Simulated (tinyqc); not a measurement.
## Resonant-tunnelling diode, transfer matrices and Tsu-Esaki current: current against voltage

Emitter (band edge 0), barrier d1, well Lw, barrier d2, spacer ds, collector (edge -V). The bias drops linearly over these layers and none in the contacts; each layer is cut into ns equal slices, flat at the value of their centres. E is the energy of motion across the layers, C = hbar^2/(2 m0), psi and psi'/m are continuous. Transport is coherent, T(E) is taken as independent of the transverse momentum, and charge in the well is ignored.

For the pair (psi, psi'/m) a flat layer has M = [[cos kd, (m/k) sin kd], [-(k/m) sin kd, cos kd]] with k = sqrt(m (E - U)/C) above its edge U, and M = [[cosh Kd, (m/K) sinh Kd], [(K/m) sinh Kd, cosh Kd]] with K = sqrt(m (U - E)/C) below it. Later slices stand to the left. With M acting on (psi, psi'/m) and v = k/m in each lead, T(E) = 4 vL vR/[(vL vR M12 - M21)^2 + (vR M11 + vL M22)^2]. J = J0 times the integral over E > 0 of T(E) N(E), N = ln[(1 + exp((Ef - E)/Vt))/(1 + exp((Ef - V - E)/Vt))], J0 = q^2 mw m0 kB T/(2 pi^2 hbar^3) (times 1e-4 for A/cm^2 per eV). The integral is converged to the digits shown.

Parameters, values chosen for the exercise; masses and offsets of a made-up heterostructure:
- T = 77 K (temperature)
- mw = 0.036 m0 (mass in the well, spacer and contacts)
- U1 = 0.37 eV (barrier height)
- m1 = 0.056 m0 (barrier mass)
- d1 = 3.5 nm (emitter barrier)
- Lw = 5.6 nm (well width)
- d2 = 3.9 nm (collector barrier)
- ns = 2 (slices in each layer)
- ds = 4 nm (undoped spacer after the collector barrier)
- Ef = 0.087 eV (Fermi energy of both contacts above their band edges)

Constants: q = 1.602176634e-19 C, kB = 1.380649e-23 J/K, hbar = 1.054571817e-34 J s, m0 = 9.1093837015e-31 kg, Vt = kB T/q, hbar^2/(2 m0) = 0.0380998212 eV nm^2. Results are converted to the units shown.

Current against voltage:

| V (V) | J (kA/cm^2) |
|---|---|
| 0.029 | 3.427 |
| 0.065 | 15.41 |
| 0.101 | 39.13 |
| 0.137 | 65.40 |
| 0.173 | 86.88 |
| 0.21 | 98.40 |
| 0.246 | 91.12 |
| 0.282 | 27.59 |
| 0.318 | 4.526 |
| 0.354 | 3.366 |
| 0.39 | 3.104 |
| 0.426 | 3.182 |
| 0.462 | 3.500 |

Read the table: what changes, and by how much?

Among the rows the current peaks at 98.4 kA/cm^2 at V = 0.21 V and falls to 3.10 kA/cm^2 at 0.39 V, a ratio of 31.7. At zero bias the resonance lies at 0.108 eV and the centre of the well takes the share 0.371 of the bias, so the level should reach the emitter band edge near V = 0.291 V; beyond that only the tail of the broadened level (width 2.73 meV at zero bias) and off-resonant tunnelling carry current. Without scattering and space charge the valley comes out far lower than in a real diode. In 2 of the 13 rows the bias alone exceeds 0.4 V, so electrons enter the collector far above its band edge, where real bands are no longer parabolic.

tinyqc, about 0.07 s, one thread, Intel Xeon 2.30GHz (shared host): `OMP_NUM_THREADS=1 python tinyqc.py 2600036 2600037 out.jsonl`
